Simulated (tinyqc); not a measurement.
Vacuum evaporation: vapour pressure, source flux, thickness distribution, purity and step coverage: one step, computed by the program tinyqc. Command: `OMP_NUM_THREADS=1 python tinyqc.py 3112639 3112640 out.jsonl evap walk`. One thread of a shared host (Intel(R) Xeon(R) Processor @ 2.30GHz), about 0.01 s of CPU time with the checks.

Molecular flow, unit sticking of the metal, no re-evaporation. The background gas is taken as water vapour (18.015 g/mol, collision diameter 0.37 nm) at 300 K.

Problem. A trench at the wafer edge. Fixed wafer, axial point source, trench running tangentially at r = R: the beam arrives at tan(a) = R/h. Shadowed share of the floor = aspect ratio x tan(a) (at most 1); the wall facing the source grows at tan(a) times the field rate, the other wall not at all.

Inputs (values chosen for the exercise, modelled on germanium, with constants for the liquid): source-to-wafer distance h = 22 cm; wafer radius R = 5 cm; aspect ratio of a trench = 0.59.

Give: angle a; shadowed share of the floor; wall over field thickness.

Solution.

angle a = 12.80 degrees

shadowed share of the floor = 0.1341

wall over field thickness = 0.2273
